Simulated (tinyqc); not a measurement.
Energy and delay of logic against supply voltage: one step of the calculation.

One expression serves below and above threshold: I(Vg) = Ik [ln(1 + exp((Vg - VT + dd V)/(al nf Vt)))]^al, with I_on = I(V) and I_off = I(0). Gate delay td = kd C V/I_on, clock period LD td. Per gate and cycle the switching energy is act C V^2 and the leakage energy I_off V LD td. No short-circuit current, no variation. Minima are sought above 0.09 V; below a few Vt gates no longer switch and the model has no meaning.

Question. New V. Minimum-energy supply: E(V) is the energy per gate and cycle; with h = 0.001 V, E' = (E(V + h) - E(V - h))/(2 h), E'' = (E(V - h) - 2 E(V) + E(V + h))/h^2, V(new) = V - E'/E''.

Values chosen for this exercise; values of the order met in logic technologies: temperature T = 358 K; threshold voltage at zero drain bias VT = 0.24 V; slope factor nf = 1.11; barrier lowering per volt of supply dd = 0.04; specific current of a gate Ik = 1.6 uA; exponent of the current law al = 1.43; load capacitance of a gate C = 3.4 fF; delay factor kd = 0.7; logic depth LD = 16; activity factor act = 0.02.

Constants: q = 1.602176634e-19 C, kB = 1.380649e-23 J/K, Vt = kB T/q. Results are converted to the units shown.

V after iteration 1 = 0.23841951 V

Wanted: E'; E''; V after iteration 2.

Answer.

E' = -10.11 aJ/V
E'' = 886.8 aJ/V^2
V after iteration 2 = 0.2498 V

Numbers from tinyqc (`OMP_NUM_THREADS=1 python tinyqc.py 2082019 2082020 out.jsonl`; about 0.01 s on one thread of a shared Intel Xeon 2.30GHz).
